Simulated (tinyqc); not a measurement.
Deep-level transient spectroscopy (DLTS) of one majority-carrier trap: one step, computed by the program tinyqc.

A filling pulse loads the traps in a one-sided junction; under reverse bias they empty at the rate e, and the capacitance relaxes as C(t) = C_0 - dC exp(-e t). The signal is S = [C(t_2) - C(t_1)]/dC.

Problem. Emission rate at T. e = g sigma v N_b exp(-E/k_B T), v = sqrt(3 k_B T/m), N_b = 2 M (2 pi m k_B T/h^2)^(3/2), sigma = sigma_0, E = E_t.

Inputs (values chosen for the exercise, with mass and screening modelled on ZnO): density-of-states mass m = 0.273 m_0; valleys M = 1; trap depth E_t = 0.273 eV; cross-section sigma_0 = 4.9e-14 cm^2; degeneracy ratio g = 1; temperature T = 136 K.

Carriers: electrons. Extra term: none.

Constants: k_B = 8.617333262e-05 eV/K; k_B = 1.380649e-23 J/K; m_0 = 9.1093837015e-31 kg; h = 6.62607015e-34 J s.

Give: thermal velocity v; N_b; sigma; E; emission rate e.

Solution.

thermal velocity v = 1.505e+07 cm/s

N_b = 1.093e+18 cm^-3

sigma = 4.90e-14 cm^2

E = 0.273 eV

emission rate e = 61.60 1/s
